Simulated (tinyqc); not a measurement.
From results back to parameters: smearing for a one-band metal on the fcc lattice. Five cases, with inputs chosen for the exercise.

Problem. With Gaussian smearing, f = erfc(x)/2, s = exp(-x^2)/(2 sqrt(pi)), x = (E_k - mu)/sigma and free energy F = E - sigma S, small widths give F(sigma) = E0 - D sigma^2/4, where D is the density of states at the Fermi level (both spins, per cell). F at two widths was computed from hidden E0 and D.

Find: D; E0.

Method. D = 4 (F(s1) - F(s2))/(s2^2 - s1^2); E0 = F(s1) + D s1^2/4.

Case 1.

Values chosen: s1 = 0.139 eV; s2 = 0.278 eV.
F(s1) = -3.5155148 eV
F(s2) = -3.5398593 eV

Solution.

D = 1.680 1/eV
E0 = -3.5074 eV

Case 2.

Values chosen: s1 = 0.054 eV; s2 = 0.108 eV.
F(s1) = -1.3106872 eV
F(s2) = -1.3115489 eV

Solution.

D = 0.394 1/eV
E0 = -1.3104 eV

Case 3.

Values chosen: s1 = 0.078 eV; s2 = 0.156 eV.
F(s1) = -1.9376823 eV
F(s2) = -1.9451291 eV

Solution.

D = 1.632 1/eV
E0 = -1.9352 eV

Case 4.

Values chosen: s1 = 0.036 eV; s2 = 0.072 eV.
F(s1) = -0.4725094 eV
F(s2) = -0.4749374 eV

Solution.

D = 2.498 1/eV
E0 = -0.4717 eV

Case 5.

Values chosen: s1 = 0.068 eV; s2 = 0.136 eV.
F(s1) = -1.3509785 eV
F(s2) = -1.3554141 eV

Solution.

D = 1.279 1/eV
E0 = -1.3495 eV

Computed by tinyqc, one run a case: `OMP_NUM_THREADS=1 python tinyqc.py N N+1 out.jsonl` with N = 1650280, 1650333, 1650480, 1650528, 1650740; one thread of a shared Intel(R) Xeon(R) Processor @ 2.30GHz, about 0.3 s a run at most.
